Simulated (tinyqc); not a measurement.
# An infinitely deep well in a field (quantum-confined Stark shift), Airy functions: effects of single changes

Hard walls at x = -L/2 and +L/2; between them U(x) = -F x (eV, zero at the centre). C = hbar^2/(2 m0), e = (C F^2/m1)^(1/3), z1 = (F L/2 - E)/e at the left wall and z2 = (-F L/2 - E)/e at the right wall. Levels are the roots of D(E) = Ai(z1) Bi(z2) - Ai(z2) Bi(z1).

Parameters, values chosen for the exercise:
```
symbol,value,unit,meaning
m1,0.061,m0,mass
L,6.4,nm,well width
F,0.11,V/nm,field
```

Constants: q = 1.602176634e-19 C, hbar = 1.054571817e-34 J s, m0 = 9.1093837015e-31 kg, hbar^2/(2 m0) = 0.0380998212 eV nm^2. Results are converted to the units shown.

Each table varies one quantity; the others keep the values above.

## The Stark shift against well width

Exact shifts E_n(F) - E_n(0) from the roots of D; <x> = -dE_1/dF. E_n(0) = C (n pi/L)^2/m1; second-order shift m1 F^2 L^4 (1 - 15/(pi n)^2)/(48 C pi^2 n^2).

The Stark shift against well width:

| L (nm) | F L/E_1(0) | shift of level 1 (meV) | second order, 1 (meV) | shift of level 2 (meV) | second order, 2 (meV) | <x> of level 1 (nm) |
|---|---|---|---|---|---|---|
| 3.5 | 0.7651 | -3.186 | -3.190 | 0.9477 | 0.9512 | 0.05786 |
| 4.2 | 1.322 | -6.592 | -6.615 | 1.951 | 1.972 | 0.1194 |
| 4.8 | 1.973 | -11.20 | -11.28 | 3.283 | 3.365 | 0.2021 |
| 5.5 | 2.969 | -19.13 | -19.45 | 5.487 | 5.801 | 0.3421 |
| 6.2 | 4.253 | -30.38 | -31.41 | 8.371 | 9.367 | 0.5350 |
| 6.8 | 5.611 | -42.99 | -45.45 | 11.18 | 13.55 | 0.7423 |
| 7.5 | 7.528 | -61.27 | -67.26 | 14.33 | 20.06 | 1.026 |
| 8.2 | 9.839 | -83.19 | -96.11 | 16.42 | 28.66 | 1.342 |

What does the comparison show?

The shift of level 1 falls from -3.19 to -83.2 meV, as L^(3.99) between the first two rows and L^(3.43) between the last two (second order: power 4). Second order is 0.12 % above it in size in the first row and 16 % above it in the last. The shift of level 2 rises from 0.948 to 16.4 meV.

## The Stark shift against mass

Same model as above.

The Stark shift against mass:

| m1 (m0) | F L/E_1(0) | shift of level 1 (meV) | second order, 1 (meV) | shift of level 2 (meV) | second order, 2 (meV) | <x> of level 1 (nm) |
|---|---|---|---|---|---|---|
| 0.03 | 2.301 | -17.36 | -17.54 | 5.058 | 5.230 | 0.3125 |
| 0.039 | 2.991 | -22.42 | -22.80 | 6.427 | 6.799 | 0.4008 |
| 0.052 | 3.988 | -29.51 | -30.40 | 8.210 | 9.066 | 0.5216 |
| 0.069 | 5.291 | -38.37 | -40.34 | 10.13 | 12.03 | 0.6658 |
| 0.092 | 7.055 | -49.48 | -53.79 | 11.91 | 16.04 | 0.8350 |
| 0.12 | 9.202 | -61.62 | -70.16 | 12.80 | 20.92 | 1.004 |
| 0.16 | 12.27 | -76.51 | -93.54 | 11.95 | 27.89 | 1.190 |

The shift of level 1 falls from -17.4 to -76.5 meV, as m1^(0.97) between the first two rows and m1^(0.75) between the last two (second order: power 1). Second order is 1.0 % above it in size in the first row and 22 % above it in the last. The shift of level 2 goes from 5.06 through a maximum of 12.8 (at m1 = 0.12 m0 among the rows listed) to 11.9 meV.

Computed by the program tinyqc: `OMP_NUM_THREADS=1 python tinyqc.py 2580120 2580121 out.jsonl`, one thread of a shared Intel Xeon 2.30GHz, about 0.03 s for the whole run.
